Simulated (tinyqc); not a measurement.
Worked calculation: classical Heisenberg spin chain: exact results, Metropolis, heat-bath and over-relaxation steps, and a Monte Carlo run. Computed by tinyqc, a small Python program that keeps every step. Command: `OMP_NUM_THREADS=1 python tinyqc.py 3130184 3130185 out.jsonl heismc walk`. One thread of a shared host (Intel(R) Xeon(R) Processor @ 2.30GHz), about 0.2 s of CPU time with the checks. Intermediate numbers are printed to about 6 digits and carried at full precision; extremes and crossings named in words are read from the listed rows.

E = -J sum_i s_i . s_(i+1) for unit vectors s_i on an open chain; K = J/(k_B T).

Inputs (values chosen for the exercise, for a model chain of large moments): coupling J = -5.6 meV; temperature T = 27.2 K; moment mu = 3.1 mu_B; length N of the open chain = 8; seed = 783632.

Update: heat bath with over-relaxation.

Constants: k_B = 8.617333262e-05 eV/K; mu_B = 5.7883818060e-05 eV/T.

## Exact results

Each bond angle is independent, so u = <s_i . s_(i+1)> = coth K - 1/K, <s_i . s_(i+n)> = u^n, correlation length xi = -1/ln|u|, energy per bond -J u, heat capacity per bond c/k_B = 1 - K^2/sinh^2 K, and for the long chain chi = mu^2 (1 + u)/(3 k_B T (1 - u)) per spin.

K = -2.38917

u = -0.598407

xi = 1.94748 sites

energy per bond = -3.35108 meV

heat capacity = 0.804708 k_B/bond

chi over the Curie value = 0.251246

chi = 0.0198754 mu_B/T per spin

## Finite chain

For N spins, <|sum s|^2>/N = (1 + u)/(1 - u) - 2 u (1 - u^N)/(N (1 - u)^2); the long chain has (1 + u)/(1 - u), chi over the Curie value, and the difference is relative to it.

<|sum s|^2>/N = 0.308838

difference from the long chain = 22.9225 %

## Four single-spin steps

four neighbouring spins (rows; components x, y, z):
```
[[-0.7233, -0.6530, 0.2245],
 [0.5166, -0.4722, 0.7142],
 [-0.6807, -0.6163, -0.3961],
 [-0.5223, 0.8321, -0.1868]]
```

random numbers, one row a step:
```
[[0.5841, 0.9991, 0.8272],
 [0.0648, 0.3127, 0.6271],
 [0.4938, 0.0405, 0.1308],
 [0.6993, 0.2154, 0.4731]]
```

The given spins are first normalised. Spins 2 and 3 are updated in turn, with h = K (sum of the two neighbours). Heat bath: cos(theta) = 1 + ln(1 - r1 (1 - exp(-2 |h|)))/|h| about n = h/|h|, azimuth 2 pi r2 = phi in the frame a = n x z/|n x z|, b = n x a: s = n cos(theta) + sin(theta)(a cos(phi) + b sin(phi)); r1, r2 are the first two numbers of the row. Steps 2 and 4 are reflections, s -> 2 (s . h) h/|h|^2 - s, which keep the energy and use no random number.

Steps:
```
spin      |h|  h . s before  h . s after        move          x          y          z
2     4.54048       0.59369      3.66333   heat bath   0.992026   0.100412   0.076171
3     2.50853       2.03221      2.03221  reflection  -0.044214  -0.822674   0.566791
2     4.40079       2.02914      3.72011   heat bath   0.784284   0.387391  -0.484589
3     3.38426       3.33368      3.33368  reflection  -0.320191  -0.873383   0.366987
```

## A run and its error bars

From the ordered state (alternating for J < 0), with each spin drawn from exp(h . s), h = K x sum of neighbours, 200 sweeps are discarded and 1600 recorded (even and odd sites in turn, each heat-bath sweep followed by two sweeps of reflections; random numbers not printed, so these rows are one sample). Errors are the scatter of block means over sqrt(number of blocks).

Blocking:
```
block length  mean bond product       error  <|sum s|^2>/N       error
1                     -0.593752  0.00359611       0.319455  0.00667892
4                     -0.593752  0.00394751       0.319455  0.00662177
16                    -0.593752  0.00430088       0.319455  0.00633824
40                    -0.593752  0.00371481       0.319455  0.00543365
80                    -0.593752  0.00391747       0.319455  0.00565283
```

With blocks of 40 the bond product is 1.3 error bars from the exact u = -0.5984, and <|sum s|^2>/N is 2.0 from the exact 0.309. Blocking to 40 changes the two errors by factors 1.0 and 0.8.

Checks made by the program: c against a difference of the energy (relative difference 5e-09).
